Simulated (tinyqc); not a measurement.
Inputs raised by 10 %, one at a time: defect equilibria of an oxide against oxygen pressure (mass action). Computed by tinyqc, a small Python program. Command: `OMP_NUM_THREADS=1 python tinyqc.py 3021603 3021604 out.jsonl brouwer sens`. One thread of a shared host (Intel(R) Xeon(R) Processor @ 2.30GHz), about 0.02 s of CPU time with the checks.

Defects: oxygen vacancies V (charge +2), electrons n, holes p, the ionic partner X = V_M'' (charge -2), and the dopant. Activities are taken equal to concentrations.

Inputs (values chosen for the exercise, for a model oxide):

| quantity | value | unit |
|---|---|---|
| reduction enthalpy H_r | 5.35 | eV |
| prefactor K_r0 | 5.8e+70 | cm^-9 atm^(1/2) |
| gap E_g | 2.42 | eV |
| prefactor N_c N_v | 2.5e+41 | cm^-6 |
| disorder enthalpy H_s | 3.53 | eV |
| prefactor K_s0 | 9.2e+44 | cm^-6 |
| dopant density N_d | 1.2e+17 | cm^-3 |
| temperature T | 700 | K |
| oxygen pressure P | 4e-22 | atm |
| electron mobility mu_n | 1.7 | cm^2/(V s) |
| hole mobility mu_p | 0.17 | cm^2/(V s) |
| vacancy diffusion prefactor D_0 | 0.02 | cm^2/s |
| vacancy migration energy E_m | 0.79 | eV |

Ionic disorder: Schottky, oxide MO. Dopant (singly charged, fully ionised): acceptor.

Constants: k_B = 8.617333262e-05 eV/K; e = 1.602176634e-19 C.

Method:
- K_r = K_r0 exp(-H_r/k_B T) = [V] n^2 P^(1/2); K_i = N_c N_v exp(-E_g/k_B T) = n p; K_s = K_s0 exp(-H_s/k_B T) = [X] [V].
- Neutrality: 2 [V] + p = n + 2 [X] + N_d. With n as the unknown, [V] = K_r/(n^2 P^(1/2)), p = K_i/n, [X] = K_s/[V]; the log ratio is ln(positive/negative).
- The root is found by 60 bisections in ln n between n = 1e-10 and 1e25 cm^-3.
- sigma_n = e n mu_n, sigma_p = e p mu_p, sigma_ion = 2 e [V] mu_V with mu_V = 2 e D/(k_B T) and D = D_0 exp(-E_m/k_B T); only the oxygen vacancies carry ionic current, and the ionic transport number is sigma_ion over the total.

Runs:

| input moved | from | to | [V] (cm^-3) | p (cm^-3) | [X] (cm^-3) | total conductivity (S/cm) |
|---|---|---|---|---|---|---|
| base run | - | - | 6.0006e+16 | 7.7939e+10 | 5.8981e+02 | 3.3252e-06 |
| reduction enthalpy H_r (eV) | 5.35 | 5.885 | 5.9997e+16 | 6.5711e+12 | 5.8990e+02 | 2.4425e-07 |
| gap E_g (eV) | 2.42 | 2.662 | 6.0006e+16 | 1.4107e+09 | 5.8981e+02 | 3.3231e-06 |
| disorder enthalpy H_s (eV) | 3.53 | 3.883 | 6.0006e+16 | 7.7939e+10 | 1.6952e+00 | 3.3252e-06 |
| temperature T (K) | 700 | 770 | 6.0340e+16 | 5.3218e+10 | 1.1988e+05 | 1.8532e-04 |
| oxygen pressure P (atm) | 4e-22 | 4.4e-22 | 6.0006e+16 | 7.9819e+10 | 5.8981e+02 | 3.2476e-06 |
| vacancy migration energy E_m (eV) | 0.79 | 0.869 | 6.0006e+16 | 7.7939e+10 | 5.8981e+02 | 3.3061e-06 |
| prefactor K_r0 (cm^-9 atm^(1/2)) | 5.8e+70 | 6.38e+70 | 6.0006e+16 | 7.4313e+10 | 5.8981e+02 | 3.4860e-06 |

Exponents ln(y'/y) / ln(x'/x):

| input | [V] | p | [X] | total conductivity |
|---|---|---|---|---|
| reduction enthalpy H_r | -0.002 | 46.527 | 0.002 | -27.396 |
| gap E_g | 0.000 | -42.093 | 0.000 | -0.007 |
| disorder enthalpy H_s | 0.000 | 0.000 | -61.399 | 0.000 |
| temperature T | 0.058 | -4.003 | 55.759 | 42.184 |
| oxygen pressure P | 0.000 | 0.250 | 0.000 | -0.248 |
| vacancy migration energy E_m | 0.000 | 0.000 | 0.000 | -0.060 |
| prefactor K_r0 | 0.000 | -0.500 | 0.000 | 0.496 |

Which inputs matter most for each result?

Among the inputs moved here: [V] answers most in size to temperature T (exponent +0.058); its exponent is below 0.0005 for gap E_g, disorder enthalpy H_s, oxygen pressure P, vacancy migration energy E_m, prefactor K_r0. p answers most in size to reduction enthalpy H_r (exponent +46.527), next to gap E_g (-42.093); its exponent is below 0.0005 for disorder enthalpy H_s, vacancy migration energy E_m. [X] answers most in size to disorder enthalpy H_s (exponent -61.399), next to temperature T (+55.759); its exponent is below 0.0005 for gap E_g, oxygen pressure P, vacancy migration energy E_m, prefactor K_r0. Total conductivity answers most in size to temperature T (exponent +42.184), next to reduction enthalpy H_r (-27.396); its exponent is below 0.0005 for disorder enthalpy H_s.
